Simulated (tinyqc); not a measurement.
Mirror strength against the number of periods: longitudinal sound in a periodic multilayer: transfer matrices, stop bands and folded phonons. Computed by tinyqc, a small Python program. Command: `OMP_NUM_THREADS=1 python tinyqc.py 3012529 3012530 out.jsonl multilayer walk`. One thread of a shared host (Intel(R) Xeon(R) Processor @ 2.30GHz), about 0.01 s of CPU time with the checks.

Layers 1 and 2 repeat with period d = d_1 + d_2; waves travel normal to the layers, without loss. State vector (u, s): displacement u and stress divided by omega. Impedances Z = rho v are in 1e6 kg/(m^2 s).

Inputs (values chosen for the exercise, modelled on silica (layer 1), platinum (layer 2) and silica (substrate)):
```
quantity,value,unit
density rho_1,2.19,g/cm^3
velocity v_1,6060,m/s
thickness d_1,5.21,nm
density rho_2,21.6,g/cm^3
velocity v_2,4030,m/s
thickness d_2,3.56,nm
substrate density,2.17,g/cm^3
substrate velocity,5910,m/s
frequency f,270,GHz
```

Method:
- Z = rho v; interface reflection r = (Z_2 - Z_1)/(Z_2 + Z_1) (stress amplitude, from 1 into 2); Bragg frequency f_B = 1/[2 (d_1/v_1 + d_2/v_2)]; long-wave velocity v_eff = d/sqrt[(d_1/v_1)^2 + (d_2/v_2)^2 + (Z_1/Z_2 + Z_2/Z_1)(d_1/v_1)(d_2/v_2)].
- A layer maps (u, s) by [[cos p, sin p/Z], [-Z sin p, cos p]], p = 2 pi f d_i/v_i; one period is M = M_2 M_1, and cos(q d) = trace(M)/2.
- For N periods A = M^N. A wave comes from a thick layer of material 1 and leaves into the substrate (Z_s): transmitted power T = 4 Z_1 Z_s/|Z_1 A_22 + Z_s A_11 - i (Z_1 Z_s A_12 - A_21)|^2, reflected power R = 1 - T.

Bragg frequency f_B = 286.844 GHz

Z_2 = 87.048

Z_1 = 13.2714

Z of the substrate = 12.8247

trace(M)/2 = -3.31786

Transmitted power:
```
N,T at f_B,T at f_B (dB),T at f
1,0.085979,-10.656,0.086354
2,0.0020885,-26.802,0.0021453
3,4.8628e-05,-43.131,5.1119e-05
4,1.1311e-06,-59.465,1.2169e-06
6,6.1195e-10,-92.133,6.8955e-10
8,3.3108e-13,-124.80,3.9073e-13
12,9.6907e-20,-190.14,1.2546e-19
16,2.8365e-26,-255.47,4.0284e-26
24,2.4301e-39,-386.14,4.1532e-39
```

What follows from these numbers?

At f_B each further period removes 16.33 dB at large N, which is 20 log10 of the impedance ratio, 16.34 dB, as for a quarter-wave stack; 99 % reflection needs N = 2 among these rows. At f, in a stop band, T decays as well. Values below about 1e-6 belong to the ideal stack: roughness and scattering into other modes, left out here, set a floor in a real one.
